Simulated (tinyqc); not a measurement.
# Solubility, supersaturation, precipitation and gettering of an impurity in a silicon-like host, step by step

A worked calculation. Computed by tinyqc, a small Python program that keeps every step. Command: `OMP_NUM_THREADS=1 python tinyqc.py 3006911 3006912 out.jsonl ripen walk`. One thread of a shared host (Intel(R) Xeon(R) Processor @ 2.30GHz), about 0.01 s of CPU time with the checks. Intermediate numbers are printed to about 7 digits and carried at full precision; extremes and crossings named in words are read from the listed rows.

The wafer was saturated at T1 and is then held at T.

Inputs (values chosen for the exercise, modelled on oxygen in silicon): site density N0 = 5e+22 1/cm^3; enthalpy of solution H = 1.51 eV; entropy of solution S = 0.55 k_B; diffusion prefactor D0 = 0.1 cm^2/s; migration energy Q = 2.51 eV; temperature of saturation T1 = 1475 K; anneal temperature T = 1262 K; sink density n = 4.8e+09 1/cm^3; initial sink radius r0 = 6.4 nm; impurity density in the precipitate C_p = 2.7e+22 1/cm^3; interface energy gamma = 0.47 J/m^2; anneal time t = 310000 s; wafer thickness w = 775 micrometre.

Gettering: relaxation gettering at sinks.

Constants: k_B = 8.617333262e-05 eV/K; k_B = 1.380649e-23 J/K.

## Solubility, diffusivity, supersaturation

C_eq(T) = N0 exp(S/k_B - H/(k_B T)); D(T) = D0 exp(-Q/(k_B T)); C0 = C_eq(T1). Supersaturation s = C0/C_eq(T); critical radius r* = 2 gamma/(C_p k_B T ln s); barrier W* = (4 pi/3) gamma r*^2. Strain energy is left out.

C0 = 6.004348e+17 1/cm^3

C_eq(T) = 8.084804e+16 1/cm^3

D(T) = 9.470053e-12 cm^2/s

supersaturation s = 7.426708

critical radius r* = 0.9965272 nm

W*/(k_B T) = 112.2076

Sinks of radius r0 are above r* and grow. Homogeneous nucleation is out of reach, so only existing sinks act.

## Ham's law for sinks of fixed radius

tau0 = 1/(4 pi n r0 D); C_fixed(t) = C_eq + (C0 - C_eq) exp(-t/tau0). If all excess precipitates, the final radius is r_f = [r0^3 + 3 (C0 - C_eq)/(4 pi n C_p)]^(1/3), with tau_f = 1/(4 pi n r_f D).

tau0 = 2735373 s

C_fixed(t) = 5.447641e+17 1/cm^3

final radius r_f = 98.55858 nm

tau_f = 177624.2 s

The sinks grow 15.4 times, so the fixed radius underrates the later rate.

## Growing precipitates

Growing sinks: with y = r/r_f and y0 = r0/r_f, dy/dt = (1 - y^3)/(3 tau_f y), which integrates to t/tau_f = F(y) - F(y0), F(y) = (1/2) ln[(1 + y + y^2)/(1 - y)^2] - sqrt(3) arctan[(2y + 1)/sqrt(3)]; the share of the excess left is (1 - y^3)/(1 - y0^3), and C(t) = C_eq + (C0 - C_eq) x share.

radius at t = 86.56762 nm

share of the excess left = 0.3224733

C(t) with growing sinks = 2.484009e+17 1/cm^3

67.8 % of the excess has precipitated.

## Denuded zone

Near a surface held at C_eq(T) the excess decays by out-diffusion over sqrt(D t) and by capture over L_s = sqrt(D tau_f) = (4 pi n r_f)^(-1/2); the shorter length sets the depth from which the surface draws.

sqrt(D t) = 17.13393 micrometre

capture length L_s = 12.96962 micrometre

L_s/w = 0.01673499

The sinks catch the impurity before it reaches a surface, except within L_s of it.

## The best anneal temperature for the time t

C_eq(T) = N0 exp(S/k_B - H/(k_B T)); D(T) = D0 exp(-Q/(k_B T)); C0 = C_eq(T1). r_f = [r0^3 + 3 (C0 - C_eq)/(4 pi n C_p)]^(1/3), tau_f = 1/(4 pi n r_f D).

Dissolved share after t:
```
T (K)       C_eq/C0     tau_f (s)    C(t)/C0
664    4.993727e-07  1.802572e+14  1.0000000
767    1.727859e-05  4.983692e+11  1.0000000
885    3.634315e-04  3.151989e+09  0.9999939
1003   3.733043e-03  6.568593e+07  0.9996554
1121   2.348153e-02  3.110215e+06  0.9822181
1239   1.040552e-01  2.694922e+05  0.5784252
1342   3.080895e-01  4.834349e+04  0.3104524
1416   6.095740e-01  1.881608e+04  0.6095740
```

The lowest dissolved share among these rows is 0.31 at 1342 K. Above it solubility sets the floor; below it diffusion is too slow for this time. Solubility falls with H = 1.51 eV and diffusion with Q = 2.51 eV.

Checks made by the program: radius against numerical integration (relative difference 2e-10).
